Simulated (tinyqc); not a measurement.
# A finite superlattice with mass mismatch, transfer matrices: two studies

One electron of energy E comes from the left lead (band edge 0); no transverse momentum. Parabolic bands, masses in units of m0, C = hbar^2/(2 m0); psi and psi'/m are continuous at every interface. N periods of a barrier d1 followed by a well Lw; the right lead equals the left one.

Parameters, values chosen for the exercise; masses and offsets close to those of InGaAs wells and InAlAs barriers: mass in the left lead mL = 0.041 m0; barrier height U1 = 0.53 eV; barrier mass m1 = 0.076 m0; barrier width d1 = 1.1 nm; well width (edge 0, mass mL) Lw = 3.9 nm; electron energy E = 0.176 eV.

Constants: q = 1.602176634e-19 C, hbar = 1.054571817e-34 J s, m0 = 9.1093837015e-31 kg, hbar^2/(2 m0) = 0.0380998212 eV nm^2. Results are converted to the units shown.

Each table varies one quantity; the others keep the values above.

## Transmission against the number of periods

For the pair (psi, psi'/m) a flat layer has M = [[cos kd, (m/k) sin kd], [-(k/m) sin kd, cos kd]] with k = sqrt(m (E - U)/C) above its edge U, and M = [[cosh Kd, (m/K) sinh Kd], [(K/m) sinh Kd, cosh Kd]] with K = sqrt(m (U - E)/C) below it. The matrices are multiplied with later layers to the left. With M acting on (psi, psi'/m) and v = k/m in each lead, T(E) = 4 vL vR/[(vL vR M12 - M21)^2 + (vR M11 + vL M22)^2]. x = (M11 + M22)/2 of one period. For |x| < 1 the energy lies in a miniband and cos(th) = x; for |x| > 1 it lies in a gap and cosh(g) = |x|. M^N = U_(N-1)(x) M - U_(N-2)(x) 1, with U_n = sin((n + 1) th)/sin th in a band and sign(x)^n sinh((n + 1) g)/sinh g in a gap.

Transmission against the number of periods:

| N | T(E) | 1/T(E) - 1 |
|---|---|---|
| 1 | 0.4697 | 1.129 |
| 2 | 0.9176 | 0.08975 |
| 3 | 0.5110 | 0.9568 |
| 4 | 0.7513 | 0.3310 |
| 5 | 0.6003 | 0.6658 |
| 6 | 0.6066 | 0.6486 |
| 8 | 0.5145 | 0.9436 |
| 10 | 0.4708 | 1.124 |
| 12 | 0.4687 | 1.134 |
| 16 | 0.5942 | 0.6828 |

What does the table show?

Here x = -0.1410. The energy lies in a miniband: 1/T(E) - 1 equals its one-period value times U_(N-1)^2, so T(E) oscillates with N, between 0.469 and 0.918 in these rows, and does not decay.

## Lowest miniband against Lw

With x(E) = (M11 + M22)/2 of one period, the lowest miniband of the infinite superlattice runs from x = 1 to x = -1, and the mass at its bottom is -2 C (dx/dE)/(d1 + Lw)^2.

Results:

| Lw (nm) | bottom (eV) | top (eV) | width (meV) | mass at the bottom (m0) |
|---|---|---|---|---|
| 1.9 | 0.1789 | 0.7043 | 525.4 | 0.05701 |
| 2.8 | 0.1315 | 0.4424 | 310.9 | 0.05521 |
| 3.6 | 0.1049 | 0.3172 | 212.4 | 0.05447 |
| 4.5 | 0.08431 | 0.2315 | 147.2 | 0.05417 |
| 5.3 | 0.07110 | 0.1817 | 110.6 | 0.05422 |
| 7 | 0.05213 | 0.1179 | 65.80 | 0.05492 |
| 7.8 | 0.04588 | 0.09904 | 53.16 | 0.05544 |

Estimate the missing row, Lw = 6.1 nm.

Computed row:

| Lw (nm) | bottom (eV) | top (eV) | width (meV) | mass at the bottom (m0) |
|---|---|---|---|---|
| 6.1 | 0.06098 | 0.1465 | 85.51 | 0.05446 |

With this row back in the table: The width falls from 525 to 53.2 meV, the bottom falls from 0.179 to 0.0459 eV, and the mass at the bottom goes from 0.0570 through a minimum of 0.0542 (at Lw = 4.5 nm among the rows listed) to 0.0554 m0 (well mass 0.041).

Range of the model: Masses are held fixed, although real bands cease to be parabolic a few tenths of an eV from their edges (inside a barrier too).

Numbers from tinyqc (`OMP_NUM_THREADS=1 python tinyqc.py 2560024 2560025 out.jsonl`; about 0.01 s on one thread of a shared Intel Xeon 2.30GHz).
